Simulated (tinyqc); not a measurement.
From results back to parameters: Lorentz oscillators and the Kramers-Kronig relations. Four cases, with inputs chosen for the exercise.

Problem. Below the gap a single undamped oscillator gives n^2 - 1 = Eo Ed/(Eo^2 - E^2) (Wemple-DiDomenico). Two refractive indices were computed from hidden Eo and Ed.

Case 1.

Values chosen (out of a larger set: line positions loosely like those of GaN; Lorentz tails absorb below the gap, where the real solid is clear; not measured data): Ea = 1.15 eV; Eb = 1.88 eV.

n(Ea) = 2.250481
n(Eb) = 2.295915

Case 2.

Values chosen: Ea = 1.05 eV; Eb = 2.44 eV.
n(Ea) = 1.932453
n(Eb) = 2.452947

Case 3.

Values chosen: Ea = 0.92 eV; Eb = 1.91 eV.
n(Ea) = 3.332064
n(Eb) = 3.847949

Case 4.

Values chosen (out of a larger set: line positions loosely like those of SiC; Lorentz tails absorb below the gap, where the real solid is clear; not measured data): Ea = 1.04 eV; Eb = 2.32 eV.

n(Ea) = 2.434681
n(Eb) = 2.515251

Find: Eo; Ed; n at E = 0.
Solution. 1/(n^2 - 1) = Eo/Ed - E^2/(Eo Ed) is a straight line in E^2: slope -1/(Eo Ed), intercept Eo/Ed.

Case 1.

Eo = 6.86 eV
Ed = 27.1 eV
n at E = 0 = 2.225

Case 2.

Eo = 3.43 eV
Ed = 8.5 eV
n at E = 0 = 1.865

Case 3.

Eo = 3.36 eV
Ed = 31.4 eV
n at E = 0 = 3.216

Case 4.

Eo = 7.65 eV
Ed = 37.0 eV
n at E = 0 = 2.416

Computed by tinyqc, one run a case: `OMP_NUM_THREADS=1 python tinyqc.py N N+1 out.jsonl` with N = 1682685, 1682724, 1682729, 1682779; one thread of a shared Intel(R) Xeon(R) Processor @ 2.30GHz, about 0.2 s a run at most.
